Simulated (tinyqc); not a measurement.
Inside a calculation. Model: straight dislocations in isotropic elasticity: fields, energies, partials, Peierls stress and walls. Computed by tinyqc, a small Python program that keeps every step. Command: `OMP_NUM_THREADS=1 python tinyqc.py 3017804 3017805 out.jsonl disloc walk`. One thread of a shared host (Intel(R) Xeon(R) Processor @ 2.30GHz), about 0.01 s of CPU time with the checks. Intermediate numbers are printed to about 6 digits and carried at full precision; extremes and crossings named in words are read from the listed rows.

The line runs along z, the glide plane is y = 0, and beta is the angle between b and the line (0 screw, 90 degrees edge): b_e = b sin(beta) along +x with the extra half plane at y > 0, b_s = b cos(beta). Stress is positive in tension.

Inputs (values chosen for the exercise, modelled on gold):

| quantity | value | unit |
|---|---|---|
| shear modulus G | 27.2 | GPa |
| Poisson ratio nu | 0.409 | - |
| Burgers vector b | 2.884 | angstrom |
| stacking-fault energy gamma | 32.7 | mJ/m^2 |
| dislocation density rho | 5.9e+09 | 1/m^2 |
| core radius r0/b | 1 | - |
| misfit volume of a solute dV | -1.9 | angstrom^3 |
| temperature T | 350 | K |
| unstable fault energy gamma_us | 149 | mJ/m^2 |
| tilt angle theta | 0.92 | degrees |
| source length l | 130 | nm |

Character: edge.

field point (x, y) (nm): -4  -4.1

Constants: 1 eV/angstrom^3 = 160.2176634 GPa; k_B = 8.617333262e-05 eV/K.

## Line energy and line tension

Energy factor K = G [cos^2(beta) + sin^2(beta)/(1 - nu)]. E = K b^2/(4 pi) ln(R/r0) with R = 1/(2 sqrt(rho)); tension T = E + d^2E/d(beta)^2 = G b^2 [1 + nu - 3 nu sin^2(beta)]/(4 pi (1 - nu)) ln(R/r0). The core energy is taken into r0.

energy factor K = 46.0237 GPa

ln(R/r0) = 10.0244

line energy E = 19.0595 eV/nm

line tension T = 3.46882 eV/nm

stored energy rho E = 0.0180166 kJ/m^3

T/E = 0.18: bowing turns parts of the line towards the cheaper screw character, so it is soft.

## Stress at a point

With D = G b_e/(2 pi (1 - nu)), S = G b_s/(2 pi), r^2 = x^2 + y^2: s_xx = -D y (3x^2 + y^2)/r^4, s_yy = D y (x^2 - y^2)/r^4, s_xy = D x (x^2 - y^2)/r^4, s_zz = nu (s_xx + s_yy), s_xz = -S y/r^2, s_yz = S x/r^2. Pressure p = -trace/3.

stress (MPa):
```
         x      y        z
x  521.447  6.358    0.000
y    6.358  6.517    0.000
z    0.000  0.000  215.937
```

pressure p = -247.967 MPa

The point lies below the glide plane, on the stretched side.

## Force on a second, equal dislocation at that point; binding of a solute

Peach-Koehler force per length on a parallel dislocation with the same b: in the glide plane F_x = s_xy b_e + s_yz b_s, normal to it F_y = -(s_xx b_e + s_xz b_s), which drives climb of the edge part or cross-slip of a screw. A solute with misfit volume dV has the energy p dV, and its dilute concentration is scaled by exp(-p dV/(k_B T)).

glide force F_x = 1.83368 mN/m

normal force F_y = -150.385 mN/m

solute energy = 2.94061 meV

concentration ratio = 0.907104

Along x the second dislocation is attracted towards the plane x = 0, where like edge components stack into a wall. The undersized solute is depleted here.

## Splitting into partials

Shockley partials have b_p = b/sqrt(3) at the angles beta -/+ 30 degrees; their repulsion balances the fault at d = G b_p^2/(8 pi gamma) (2 - nu)/(1 - nu) [1 - 2 nu cos(2 beta)/(2 - nu)].

partial Burgers vector b_p = 1.66508 angstrom

splitting width d = 3.74024 nm

d/b = 12.9689

Widely split: cross-slip and climb need a constriction first.

## Peierls-Nabarro core of the undissociated dislocation

Misfit energy gamma(u) = (gamma_us/2)(1 - cos(2 pi u/b)), so the largest restoring stress is tau_max = pi gamma_us/b; u(x) = b/2 + (b/pi) arctan(x/zeta), zeta = K b/(4 pi tau_max). Summing the misfit energy over atomic rows a' apart gives, for a wide core, W_P = (K b^2/pi) exp(-2 pi zeta/a') and sigma_P = (K b/a') exp(-2 pi zeta/a'); a' = b/2 for edge and 30-degree lines, b sqrt(3)/2 for screw and 60-degree lines.

tau_max = 1.62308 GPa

half width zeta = 6.50768 angstrom

row spacing a' = 1.442 angstrom

Peierls barrier W_P = 3.68454e-09 meV/nm

Peierls stress sigma_P = 4.45946e-08 MPa

zeta/a' = 4.51 and sigma_P/G = 1.6e-12: the stress falls by a factor e for each a'/(2 pi) of half width. Caution: so small a Peierls stress means only that the model finds negligible lattice resistance; its value is not a prediction.

## Strength from dislocations

Frank-Read source, averaged over the loop: tau = G b/(2 pi l) [(1 - nu/2)/(1 - nu)] ln(l/r0). Taylor hardening: tau = 0.3 G b sqrt(rho).

Frank-Read stress = 78.9954 MPa

Taylor stress = 0.180764 MPa

Of the source, forest and Peierls stresses the largest here is the source stress.

## Low-angle tilt boundary

A symmetric tilt wall of edge dislocations has the spacing h = b/(2 sin(theta/2)); Read-Shockley: gamma_b = E0 theta (A - ln theta), E0 = G b/(4 pi (1 - nu)), A = 1 + ln(b/(2 pi r0)), theta in radians.

spacing h = 17.9612 nm

boundary energy = 55.8625 mJ/m^2

angle of the maximum, exp(A - 1) = 9.11891 degrees

## Character of the line

E = K b^2/(4 pi) ln(R/r0); T = G b^2 [1 + nu - 3 nu sin^2(beta)]/(4 pi (1 - nu)) ln(R/r0).

From screw to edge:

| beta (degrees) | K (GPa) | E (eV/nm) | T (eV/nm) | d (nm) |
|---|---|---|---|---|
| 0 | 27.2000 | 11.2641 | 26.8548 | 1.20017 |
| 15 | 28.4609 | 11.7863 | 25.2882 | 1.37032 |
| 30 | 31.9059 | 13.2130 | 21.0083 | 1.83519 |
| 45 | 36.6118 | 15.1618 | 15.1618 | 2.47021 |
| 60 | 41.3178 | 17.1106 | 9.3153 | 3.10522 |
| 75 | 44.7627 | 18.5373 | 5.0354 | 3.57009 |
| 90 | 46.0237 | 19.0595 | 3.4688 | 3.74024 |

The edge costs 1/(1 - nu) = 1.692 times the screw in energy, yet its tension is only (1 - 2 nu)/(1 + nu) = 0.129 of the screw value, so loops under stress are elongated along b. The edge splits 3.12 times as widely, (2 + nu)/(2 - 3 nu), since there the larger, edge parts of the partials repel with the factor 1/(1 - nu) and the small screw parts attract, while in the screw the roles are exchanged.

Checks made by the program: zero divergence of the stress field, by differences and relative to the size of its gradient (relative difference 1e-10); splitting against the force between the two partials (relative difference below 1e-10).
